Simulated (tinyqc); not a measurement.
Inside a calculation. Method: RKS/exchange-only LDA in the 6-31g basis, for H2, spin multiplicity 1. One step of it, computed by the program tinyqc.

Question. Iteration 9 (converged): orbitals. Diagonalise F' = X^T F X, C = X C', fill 1 alpha and 1 beta electrons from the bottom; D = 2 C_occ C_occ^T. Each column has its largest component positive (the first on a tie).

converged F (hartree), order 1H 1s, 1H 2s, 2H 1s, 2H 2s:
$$\begin{pmatrix}
0.057295 & -0.304459 & -0.316725 & -0.284785 \\
-0.304459 & -0.167302 & -0.284785 & -0.188421 \\
-0.316725 & -0.284785 & 0.057295 & -0.304459 \\
-0.284785 & -0.188421 & -0.304459 & -0.167302
\end{pmatrix}$$

X, order 1H 1s, 1H 2s, 2H 1s, 2H 2s:
$$\begin{pmatrix}
-0.713049 & 0.799541 & 0.844430 & 0.270669 \\
2.086851 & -0.668711 & 0.288530 & 0.323624 \\
0.713049 & 0.799541 & -0.844430 & 0.270669 \\
-2.086851 & -0.668711 & -0.288530 & 0.323624
\end{pmatrix}$$

Give: F' = X^T F X; orbital energies; coefficients C; D after iteration 9.

Answer.

F' = X^T F X (hartree):
$$\begin{pmatrix}
0.6814 & 0.0000 & -0.4862 & 0.0000 \\
0.0000 & 0.6104 & 0.0000 & -0.0500 \\
-0.4862 & 0.0000 & 0.5177 & 0.0000 \\
0.0000 & -0.0500 & 0.0000 & -0.3190
\end{pmatrix}$$

orbital energies (hartree): MO1 -0.3217, MO2 0.1065, MO3 0.6130, MO4 1.0926

coefficients C, order 1H 1s, 1H 2s, 2H 1s, 2H 2s:
$$\begin{pmatrix}
0.3131 & 0.1843 & 0.7839 & -1.0897 \\
0.2874 & 1.5679 & -0.6851 & 1.4070 \\
0.3131 & -0.1843 & 0.7839 & 1.0897 \\
0.2874 & -1.5679 & -0.6851 & -1.4070
\end{pmatrix}$$

D after iteration 9, order 1H 1s, 1H 2s, 2H 1s, 2H 2s:
$$\begin{pmatrix}
0.1960 & 0.1799 & 0.1960 & 0.1799 \\
0.1799 & 0.1652 & 0.1799 & 0.1652 \\
0.1960 & 0.1799 & 0.1960 & 0.1799 \\
0.1799 & 0.1652 & 0.1799 & 0.1652
\end{pmatrix}$$
